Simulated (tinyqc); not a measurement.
## Random telegraph noise from one oxide trap in a small MOSFET: effect of the capture barrier

An acceptor-like trap exchanges electrons with the channel. Inversion charge Q = Cox u, u = n Vt W0(exp((Vg - VT)/(n Vt))), W0 the Lambert function, n = nf, Cox = eps0 eox/tox; linear regime Id = (W/L) mu Q Vd. Relative to threshold the surface potential rises by Vt ln(u/u0) and the oxide voltage by the rest of Vg - VT, with u0 = n Vt W0(1).

N = Cox u/q; dpsi = Vt ln(u/u0); E = E0 - dpsi - (xt/tox)(Vg - VT - dpsi); capture time tc = 1/[(N/zi) vth s0 exp(-xt/lt - EB/Vt)]; emission time te = tc exp(-E/Vt); occupancy te/(tc + te). A = W L; threshold step dV = q (1 - xt/tox)/(Cox A); gm/Id = 1/(u + n Vt); relative step dI/I = (gm/Id) dV + asc mu/A. fc = (1/tc + 1/te)/(2 pi); rms = (dI/I) sqrt(tc te)/(tc + te).

Inputs (values chosen for the exercise); values of the order met in silicon transistors: temperature T = 250 K; relative permittivity of the gate insulator (close to silicon nitride) eox = 7.34; insulator thickness tox = 5.1 nm; depth of the trap from the channel interface xt = 1.5 nm; trap level above the channel Fermi level at threshold E0 = 0.17 eV; capture prefactor s0 = 3e-17 cm^2; tunnelling decay length lt = 0.2 nm; thermal velocity vth = 1.5e7 cm/s; thickness of the inversion layer zi = 2.2 nm; threshold voltage VT = 0.42 V; body factor nf = 1.18; gate width W = 83 nm; gate length L = 45 nm; mobility mu = 110 cm^2/(V s); scattering coefficient of the charged trap asc = 8.2e-16 V s; drain voltage Vd = 0.05 V; gate voltage Vg = 0.81 V.

Constants: q = 1.602176634e-19 C, kB = 1.380649e-23 J/K, Vt = kB T/q, eps0 = 8.8541878128e-14 F/cm where lengths are in cm. Results are converted to the units shown.

The same in every row: E (eV) = 0.007909; occupancy = 0.4092; dI/I (%) = 0.9192; rms dI/I (%) = 0.4520.

Results:

| EB (eV) | tc (s) | te (s) | fc (Hz) |
|---|---|---|---|
| 0.1 | 3.545e-5 | 2.456e-5 | 1.097e4 |
| 0.2 | 0.003677 | 0.002547 | 105.8 |
| 0.3 | 0.3814 | 0.2642 | 1.020 |
| 0.4 | 39.57 | 27.41 | 0.009829 |
| 0.5 | 4104 | 2843 | 9.475e-5 |
| 0.7 | 4.416e7 | 3.059e7 | 8.806e-9 |

Estimate the missing row, EB = 0.6 eV.

Computed row:

| EB (eV) | tc (s) | te (s) | fc (Hz) |
|---|---|---|---|
| 0.6 | 4.258e5 | 2.949e5 | 9.134e-7 |

With this row back in the table: As EB goes from 0.1 to 0.7, tc rises from 3.54e-5 to 4.42e7 s, te rises from 2.46e-5 to 3.06e7 s and dI/I stays at 0.919 %. The barrier scales both times alike and leaves the occupancy unchanged.

Range of the model: VT is taken as given; short-channel effects and the uneven flow of current among few electrons are left out.

Numbers from tinyqc (`OMP_NUM_THREADS=1 python tinyqc.py 2710155 2710156 out.jsonl`; about 0.01 s on one thread of a shared Intel Xeon 2.30GHz).
